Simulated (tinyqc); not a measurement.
From etch rate back to HF added: speciation in dilute and buffered hydrofluoric acid, oxide etch rate and bath loading. Computed by tinyqc, a small Python program. Command: `OMP_NUM_THREADS=1 python tinyqc.py 3120723 3120724 out.jsonl hfetch inv`. One thread of a shared host (Intel(R) Xeon(R) Processor @ 2.30GHz), about 0.01 s of CPU time with the checks.

Concentrations stand for activities, NH4+ and Cl- are spectators, and water ionisation is neglected. H, F and HF2 denote the ions H+, F- and HF2-. The base temperature is 298 K.

Inputs (values chosen for the exercise, of the order of those for thermal oxide at room temperature):
```
quantity                            value            unit
NH4F added                          0.048           mol/L
HCl added                               0           mol/L
K1 = [H][F]/[HF]                 0.000655           mol/L
K2 = [HF2]/([HF][F])                 3.45           L/mol
K3 = [H2F2]/[HF]^2                      0           L/mol
rate constant of neutral HF k_a        17  nm L/(min mol)
rate constant of HF2 k_b               55  nm L/(min mol)
activation energy                    0.31              eV
temperature error                     1.7               K
oxide removed per wafer               3.5              nm
```

Constants: k_B = 8.617333262e-05 eV/K.

Method:
- Fluoride balance: [HF] + [F] + 2 [HF2] + 2 [H2F2] = HF added + NH4F added. Acid balance: [H] + [HF] + [HF2] + 2 [H2F2] = HF added + HCl added. For a trial [H], [HF] = [H][F]/K1, and the fluoride balance is a quadratic in [F].
- The root is refined to 1e-13 in pH = -log10 [H].
- Rate = k_a ([HF] + 2 [H2F2]) + k_b [HF2], an empirical two-term form.
- Time = oxide/rate; a temperature error changes the rate by exp((E_a/k_B)(1/298 - 1/(298 + error))) - 1.

Problem. A run gave the result below. Find the HF added, known to lie between 0.091 and 0.19 mol/L.

etch rate = 2.441546 nm/min

Solution.

Each step takes the trial c = (a f_b - b f_a)/(f_b - f_a), f being the result less the target and a, b, c the logarithms of the listed values; c replaces end b, the old b replaces a if the sign of f changed, and otherwise f_a is halved.

Scan of the range:
```
HF added (mol/L)  etch rate (nm/min)
0.091                        1.92616
0.103                        2.16973
0.116                        2.43152
0.131                        2.73112
0.149                        3.08751
0.168                        3.46038
0.190                        3.88838
```

False position (Illinois rule, in the logarithm of the input) inside the bracket:
```
step     end a     end b     trial  etch rate (nm/min)
1     0.116000  0.131000  0.116473             2.44101
2     0.131000  0.116473  0.116499             2.44152
3     0.131000  0.116499  0.116501             2.44157
4     0.116499  0.116501  0.116500             2.44155
```

Etch rate rises at every point of a 13-point scan of the range (every second point is shown), so one value fits; it is bracketed by 0.116 and 0.131. Answer: HF added = 0.1165 mol/L.
